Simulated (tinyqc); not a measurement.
Scattering of inversion-layer electrons by surface optical phonons of the gate insulator (remote phonon scattering). Inputs raised by 2 %, one at a time. Computed by tinyqc, a small Python program. Command: `OMP_NUM_THREADS=1 python tinyqc.py 3111703 3111704 out.jsonl sophonon sens`. One thread of a shared host (Intel(R) Xeon(R) Processor @ 2.30GHz), about 0.04 s of CPU time with the checks.

One subband with the Fang-Howard envelope; insulator and channel are half-spaces, the gate is far away, and an interlayer only moves the polar surface away by t (its own modes and its permittivity contrast are left out).

Inputs (values chosen for the exercise, modelled on HfO2 on In0.53Ga0.47As): static constant of the insulator eps_0s = 21.8; intermediate constant eps_i = 6.5; optical constant eps_inf = 4.96; hbar omega_TO1 = 12.4 meV; hbar omega_TO2 = 48.7 meV; constant of the channel eps_s = 13.9; in-plane mass m = 0.0414 m_0; valleys g_v = 1; sheet density n = 8.2e+11 1/cm^2; mean distance of the electrons z0 = 3/b = 5.8 nm; interlayer thickness t = 1.5 nm; temperature T = 350 K; electron energy E = 16 meV; mobility from other processes = 1320 cm^2/(V s).

Screening by the channel electrons: static.

Constants: k_B = 8.617333262e-05 eV/K; hbar^2/(2 m_0) = 3.80998212 eV angstrom^2; e^2/(4 pi eps_0) = 14.39964548 eV angstrom; hbar = 6.582119569e-16 eV s; e = 1.602176634e-19 C; m_0 = 9.1093837015e-31 kg.

Method:
- eps(w) = eps_inf + (eps_0s - eps_i) w1^2/(w1^2 - w^2) + (eps_i - eps_inf) w2^2/(w2^2 - w^2). Surface modes solve eps(w) + eps_s = 0, a quadratic in w^2; the strength of a mode is g = 2/(w d eps/dw).
- Occupation N = 1/(exp(hbar w/(k_B T)) - 1).
- Density of states D = g_v m/(pi hbar^2); eta = E_F/(k_B T) = ln(exp(n/(D k_B T)) - 1); screening wave number q_s = e^2 D/(2 eps_0 eps_avg) x 1/(1 + exp(-eta)), eps_avg = (eps_s + eps_inf)/2; b = 3/z0.
- For a mode of strength g, without the occupation factor, Area x |M(q)|^2 = e^2 hbar w g/(2 eps_0 q) x (b/(b + q))^6 exp(-2 q t) / (1 + (q_s/q) H(q))^2, H = (1 + 9 x/8 + 3 x^2/8)/(1 + x)^3, x = q/b.
- Approximate momentum relaxation rate, taking tau v alike in the initial and final states: 1/tau = (m/(2 pi hbar^3)) sum over modes and over absorption (N, E' = E + hbar w) and emission (N + 1, E' = E - hbar w > 0) of [(1 - f(E'))/(1 - f(E))] int_0^(2 pi) Area |M(q)|^2 (1 - cos theta) d theta, q^2 = k^2 + k'^2 - 2 k k' cos theta, f the Fermi function; 48 midpoints in theta from 0 to pi.
- mu = (e/m) int tau E f (1 - f) dE/(k_B T int f dE), by 300 midpoints from 0 to (max(eta, 0) + 14) k_B T; Matthiessen sum with the other processes.

Runs; columns: (1) input moved; (2) from; (3) to; (4) remote-phonon mobility (cm^2/(V s)); (5) total mobility (cm^2/(V s)); (6) tau at E (fs); (7) loss of mobility (%):
```
(1)                                              (2)       (3)        (4)   (5)   (6)     (7)
base run                                           -         -  2.471e+05  1313  1721  0.5313
static constant of the insulator eps_0s         21.8    22.236  2.438e+05  1313  1700  0.5385
optical constant eps_inf                        4.96    5.0592  2.494e+05  1313  1722  0.5265
hbar omega_TO1 (meV)                            12.4    12.648  2.469e+05  1313  1737  0.5317
in-plane mass m (m_0)                         0.0414  0.042228  2.438e+05  1313  1754  0.5385
mean distance of the electrons z0 = 3/b (nm)     5.8     5.916  2.562e+05  1313  1776  0.5127
temperature T (K)                                350       357  2.462e+05  1313  1686  0.5334
interlayer thickness t (nm)                      1.5      1.53  2.514e+05  1313  1745  0.5223
```

Exponents ln(y'/y) / ln(x'/x):
```
input                                    remote-phonon mobility  total mobility  tau at E  loss of mobility
static constant of the insulator eps_0s                  -0.683          -0.004    -0.616             0.679
optical constant eps_inf                                  0.465           0.002     0.034            -0.463
hbar omega_TO1                                           -0.032           0.000     0.460             0.032
in-plane mass m                                          -0.682          -0.004     0.959             0.678
mean distance of the electrons z0 = 3/b                   1.817           0.009     1.574            -1.807
temperature T                                            -0.193          -0.001    -1.036             0.192
interlayer thickness t                                    0.876           0.005     0.693            -0.871
```

Among the inputs moved here: remote-phonon mobility answers most in size to mean distance of the electrons z0 = 3/b (exponent +1.817), next to interlayer thickness t (+0.876). Total mobility answers most in size to mean distance of the electrons z0 = 3/b (exponent +0.009), next to interlayer thickness t (+0.005); its exponent is below 0.0005 for hbar omega_TO1. tau at E answers most in size to mean distance of the electrons z0 = 3/b (exponent +1.574), next to temperature T (-1.036). Loss of mobility answers most in size to mean distance of the electrons z0 = 3/b (exponent -1.807), next to interlayer thickness t (-0.871).

Caution (all rows): a relaxation time is only an approximation for inelastic scattering, and static or no screening brackets the true dynamic screening only roughly.
